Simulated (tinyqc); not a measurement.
Weibull analysis of times to dielectric breakdown, with area scaling: two steps of the calculation.

Breakdown times follow F(t) = 1 - exp(-(t/t63)^beta). The 9 times below were drawn at random from beta = 2.4, t63 = 42 s and are treated as data; all samples failed.

Parameters, values chosen for the exercise:
- t63 = 42 s (characteristic time of a test capacitor)
- beta = 2.4 (Weibull slope)

Problem 1. Straight-line fit. Least squares of W on ln t: beta = sum (x - mean x)(W - mean W)/sum (x - mean x)^2 with x = ln t, and ln t63 = mean x - mean W/beta.

W, i 1 to 9: [-2.5589408, -1.6119944, -1.0829294, -0.6926603, -0.3665129, -0.0700182, 0.2211078, 0.5365410, 0.9545050]
ln t, i 1 to 9: [3.1696856, 3.1986731, 3.5234150, 3.6296601, 3.7256934, 3.9357395, 3.9396382, 3.9740584, 4.4103711]

Wanted: beta; t63.

Solution 1.

beta = 2.6761
t63 = 50.246 s

beta is 12 % above the value that made the data and t63 20 % above it.

Problem 2. Likelihood estimate of beta. Maximum likelihood: a(beta) = 1/beta with a = sum t^beta ln t/sum t^beta - mean ln t. Newton step: beta(new) = beta - [a - 1/beta]/[v + 1/beta^2], v the variance of ln t under the weights t^beta.

t, i 1 to 9 (s): [23.8, 24.5, 33.9, 37.7, 41.5, 51.2, 51.4, 53.2, 82.3]
beta at the start = 2.7

Wanted: beta after iteration 1.

Solution 2.

beta after iteration 1 = 2.7685

Numbers from tinyqc (`OMP_NUM_THREADS=1 python tinyqc.py 2070084 2070085 out.jsonl`; about 0.01 s on one thread of a shared Intel Xeon 2.30GHz).
